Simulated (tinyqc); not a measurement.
# Gate sheet resistance from two finger widths

Question. At low frequency R = Rsh Wf/(3 L) + B/Wf, where B collects the channel and vertical terms. Find Rsh, B and the width of lowest R.

Values chosen for this exercise:

| symbol | value | unit | meaning |
|---|---|---|---|
| L | 0.39 | um | channel length |

input resistance of single fingers, contacted at one end, of width 2 and 4 um (ohm): 61.478632  79.457265

Answer. R Wf is a straight line in Wf^2; the minimum of R lies where both terms are equal.

Rsh = 19.0 ohm/square
B = 58.0 ohm um
width of lowest R = 1.89 um

Numbers from tinyqc (`OMP_NUM_THREADS=1 python tinyqc.py 2262109 2262110 out.jsonl`; about 0.01 s on one thread of a shared Intel Xeon 2.30GHz).
